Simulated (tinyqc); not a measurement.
# Anisotropic wet etching of Si(100): plane rates, V-grooves, membranes and undercut, step by step

A worked calculation. Computed by tinyqc, a small Python program that keeps every step. Command: `OMP_NUM_THREADS=1 python tinyqc.py 3001908 3001909 out.jsonl wetetch walk`. One thread of a shared host (Intel(R) Xeon(R) Processor @ 2.30GHz), about 0.01 s of CPU time with the checks. Intermediate numbers are printed to about 6 digits and carried at full precision; extremes and crossings named in words are read from the listed rows.

A long slot opens the mask on a (100) wafer. The floor etches at R100; (111) walls stand at theta = arctan(sqrt2) = 54.7356 degrees to the surface and recede at R111 along their normal.

Inputs (values chosen for the exercise, close to those used for potassium hydroxide solutions):

| quantity | value | unit |
|---|---|---|
| prefactor k0 of the (100) rate | 4.3e+08 | um/min |
| activation energy of (100), E | 0.6 | eV |
| ratio (100)/(111) at 80 C | 330 | - |
| extra energy of (111), dE | 0.081 | eV |
| ratio (100)/oxide at 80 C | 140 | - |
| extra energy of the oxide, dE_ox | 0.23 | eV |
| corner undercut rate over (100) rate, c | 1.6 | - |
| bath temperature T | 95 | C |
| width w (mask opening along <110>, or membrane width in the design step) | 28 | um |
| misalignment of the mask | 0 | degrees |
| etch time t | 21 | min |
| wafer thickness d | 300 | um |
| membrane thickness wanted | 18 | um |

Constants: k_B = 8.617333262e-05 eV/K.

## Rates

R100 = k0 exp(-E/(k_B T)); a ratio given at 80 C scales as exp[(extra energy/k_B)(1/T - 1/353.15 K)]; R111 and R_ox follow by division. Temperatures in kelvin are T(C) + 273.15.

R100 = 2.62898 um/min

R111 = 0.00887914 um/min

R_ox = 0.0255502 um/min

anisotropy R100/R111 = 296.085

## Shape after the time t

A misaligned edge exposes ledges and adds R100 sin(misalignment) to the lateral rate (a simple estimate): u = R111/sin(theta) + R100 sin(misalignment). Top width W = w + 2 u t; floor width b = W - 2 z/tan(theta) = W - sqrt2 z. The floor lasts until b = 0, at t_V = w/(sqrt2 R100 - 2u); depth z = R100 t before t_V and W/sqrt2 after.

lateral rate u = 0.0108747 um/min

time t_V to close the V = 7.57538 min

top width W = 28.4567 um

depth z = 20.1220 um

floor width b = 0 um

The groove has closed to a V and now deepens at sqrt2 u = 0.0154 um/min, 0.6 % of R100.

## Designing a membrane from the back side

Etch depth d - membrane, time = depth/R100; for a membrane as wide as w the opening must be w + sqrt2 depth - 2 u time; oxide mask consumed R_ox x time; a 1 K error changes the depth by the fraction E/(k_B T^2); a convex mask corner, such as that of a mesa, would retreat by c x depth.

time to reach the membrane = 107.266 min

opening needed = 424.475 um

oxide consumed = 2740.67 nm

depth error per kelvin = 14.4870 um

retreat of a convex corner = 451.2 um

The error per kelvin is 80 % of the membrane, so a timed etch cannot hold it and an etch stop is needed. The oxide loss calls for a nitride mask. A corner retreat larger than the depth shows why mesas need compensation structures. Caution: the remaining silicon is too narrow for its thickness to act as a membrane. Caution: rates also depend on concentration, doping, additives and stirring, all held fixed here.

## Speed against selectivity over temperature

Each row etches to the depth d - membrane; undercut per side = (R111/sin(theta) + R100 sin(misalignment)) x time.

Etching to a fixed depth:

| T (C) | R100 (um/min) | R100/R111 | time (h) | undercut (um) | oxide consumed (nm) |
|---|---|---|---|---|---|
| 30 | 0.04557 | 511.882 | 103.145 | 0.67472 | 579.10 |
| 40 | 0.09488 | 463.626 | 49.536 | 0.74495 | 767.11 |
| 50 | 0.18880 | 422.501 | 24.894 | 0.81746 | 998.63 |
| 60 | 0.36048 | 387.176 | 13.038 | 0.89204 | 1279.60 |
| 70 | 0.66280 | 356.616 | 7.091 | 0.96849 | 1616.10 |
| 80 | 1.17737 | 330.000 | 3.992 | 1.04660 | 2014.29 |
| 90 | 2.02627 | 306.678 | 2.320 | 1.12619 | 2480.31 |
| 100 | 3.38724 | 286.126 | 1.388 | 1.20708 | 3020.27 |

From 30 to 100 C the time falls by a factor 74.3, while the oxide loss grows by 5.22 and the undercut by 1.79: the slower planes and the mask have the higher activation energies, so heat costs selectivity.

Checks made by the program: depth against time integration (relative difference below 1e-10).
